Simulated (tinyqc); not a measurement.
# Reverse leakage of an n+-p junction: diffusion, generation, trap-assisted and band-to-band tunnelling: leakage components against the temperature

One-sided abrupt junction in the depletion approximation, x from the junction (0) to W on the p side, field F = F0 (1 - x/W). Flat quasi-Fermi levels, long p side. Traps generate through SRH with both lifetimes shortened by 1 + Gamma (Hurkx enhancement, form for moderate fields); band-to-band generation is local and needs a total bending above Eg.

Nc and Nv are given at 300 K and scale as (T/300 K)^1.5; all else is held fixed. ni = sqrt(Nc Nv) exp(-Eg/(2 Vt)), Eg in volts; Vbi = Vt ln(Na Nd/ni^2); W = sqrt(2 eps0 eps_r (Vbi + VR)/(q Na)); F0 = 2 (Vbi + VR)/W; FG = sqrt(24 mt m0 (kB T)^3)/(q hbar); J_diff = q ni^2 sqrt(Dn/tau)(1 - exp(-VR/Vt))/Na. u = (Vbi + VR)(1 - x/W)^2, p = Na exp(-u/Vt), n = Nd exp((u - Vbi - VR)/Vt); G0 = ni^2 (1 - exp(-VR/Vt))/(tau (n + p + 2 ni cosh(Et/Vt))); Gamma = 2 sqrt(3 pi)(F/FG) exp((F/FG)^2); trap-assisted part G0 Gamma; G_bb = Ab F^2.5 exp(-Bb/F) with F in V/cm, zero unless Vbi + VR > Eg. Currents are q times the integrals over 0 to W; J_bb under 1e-8 of J is printed as 0; rows with F0/FG above 2.2, beyond the range of this Gamma, are left out.

Inputs (values chosen for the exercise); band and dielectric values close to those of silicon: band gap Eg = 1.12 eV; relative permittivity eps_r = 11.6; conduction-band density of states at the reference temperature Nc = 2.85e19 cm^-3; valence-band density of states at the reference temperature Nv = 2.66e19 cm^-3; acceptor density of the lighter side Na = 6e16 cm^-3; donor density of the heavier side Nd = 1e19 cm^-3; SRH lifetime of both carriers at zero field tau = 3e-7 s; trap level above the intrinsic level Et = 0 eV; tunnelling mass mt = 0.23 m0; electron diffusion coefficient on the lighter side Dn = 20 cm^2/s; band-to-band prefactor Ab = 3.3e14 cm^-0.5 V^-2.5 s^-1; band-to-band field constant Bb = 1.86e7 V/cm; reverse bias VR = 2.2 V.

Constants: q = 1.602176634e-19 C, kB = 1.380649e-23 J/K, hbar = 1.054571817e-34 J s, m0 = 9.1093837015e-31 kg, Vt = kB T/q, eps0 = 8.8541878128e-14 F/cm where lengths are in cm. Results are converted to the units shown.

The same in every row: J_bb (A/cm^2) = 0.

Result of one run:
```
F0 (kV/cm),F0/FG,J_diff (A/cm^2),J_SRH (A/cm^2),J_TAT (A/cm^2),J (A/cm^2),largest part
240,0.495,1.72e-8,3.58e-6,7.59e-6,1.12e-5,trap-assisted tunnelling
```

Which temperature T gave this result: 280, 340, 370, 400 or 430 K?

T = 370 K.

The whole series:
```
T (K),F0 (kV/cm),F0/FG,J_diff (A/cm^2),J_SRH (A/cm^2),J_TAT (A/cm^2),J (A/cm^2),largest part
220,245,1.10,1.44e-19,9.72e-12,7.83e-11,8.80e-11,trap-assisted tunnelling
250,244,0.906,2.53e-16,4.12e-10,2.20e-9,2.62e-9,trap-assisted tunnelling
280,243,0.762,9.32e-14,8.01e-9,3.16e-8,3.96e-8,trap-assisted tunnelling
310,242,0.651,1.13e-11,8.92e-8,2.76e-7,3.65e-7,trap-assisted tunnelling
340,241,0.564,6.02e-10,6.60e-7,1.67e-6,2.33e-6,trap-assisted tunnelling
370,240,0.495,1.72e-8,3.58e-6,7.59e-6,1.12e-5,trap-assisted tunnelling
400,239,0.438,3.03e-7,1.52e-5,2.76e-5,4.32e-5,trap-assisted tunnelling
430,238,0.391,3.63e-6,5.35e-5,8.44e-5,1.42e-4,trap-assisted tunnelling
```

J rises from 8.80e-11 to 1.42e-4 A/cm^2. Trap-assisted tunnelling leads at T = 220 and in all other rows. Activation energies over the table: 1.20 eV for diffusion (Eg = 1.12 eV, raised by the T^3 of ni^2), 0.603 eV for SRH generation (Eg/2 + |Et| = 0.560 eV), 0.539 eV for the trap-assisted part, lower since Gamma grows on cooling; the total shows 0.536 eV at the cold end and 0.587 eV at the hot end.

Range of the model: The n+ side is degenerate, so Vbi from Boltzmann statistics is only a guide.

Numbers from tinyqc (`OMP_NUM_THREADS=1 python tinyqc.py 2290058 2290059 out.jsonl`; about 0.01 s on one thread of a shared Intel Xeon 2.30GHz).
